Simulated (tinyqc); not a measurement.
Molecular dynamics of a small cluster by velocity Verlet steps: one step, computed by the program tinyqc.

E = sum_i {sum_j A exp(-p (r_ij/r0 - 1)) - xi sqrt(rho_i)}, rho_i = sum_j exp(-2 q (r_ij/r0 - 1)); the force on i is -sum_j w_ij (R_i - R_j)/r_ij with w_ij = -(2p/r0) A exp(-p (r_ij/r0 - 1)) + (xi q/r0) exp(-2 q (r_ij/r0 - 1)) (rho_i^(-1/2) + rho_j^(-1/2)).

Task: State at the start. Velocity Verlet: a = c F/M with c = 9.648533212e-3 angstrom/fs^2 per eV/(angstrom u); R(new) = R + v dt + a dt^2/2; v(new) = v + (a + a(new)) dt/2. Kinetic energy K = M v^2/(2c); temperature T = 2K/((3N - 3) k_B), rotation of the cluster included.

Inputs (values chosen for the exercise, for model atoms):
```
quantity       value      unit
length r0       2.98  angstrom
repulsion A    0.095        eV
hopping xi      1.15        eV
decay p         11.7         -
decay q         3.36         -
atomic mass M    100         u
time step dt     4.8        fs
```

Potential: Gupta. Thermostat: none.

starting positions (angstrom):
```
            x     y      z
atom 1  -0.06  0.04      0
atom 2   2.78  0.06   0.05
atom 3   1.45  2.43  -0.11
atom 4   1.46   0.8   2.23
```

starting velocities (angstrom/fs):
```
               x         y         z
atom 1  -0.00274  -0.00115   -0.0011
atom 2   0.00179  -0.00069   0.00157
atom 3    0.0011   0.00087  -0.00244
atom 4  -0.00015   0.00097   0.00197
```

Constants: 1 eV/(angstrom u) = 9.648533212e-03 angstrom/fs^2; k_B = 8.617333262e-05 eV/K.

Give: forces; potential energy; kinetic energy; temperature.

Result:

forces (eV/angstrom):
```
              x        y        z
atom 1   0.7246   0.4173   0.2414
atom 2  -0.2298  -0.0373  -0.2412
atom 3  -0.1822  -0.5797   0.3142
atom 4  -0.3126   0.1997  -0.3145
```

potential energy = -7.431 eV

kinetic energy = 0.1500 eV

temperature = 386.9 K
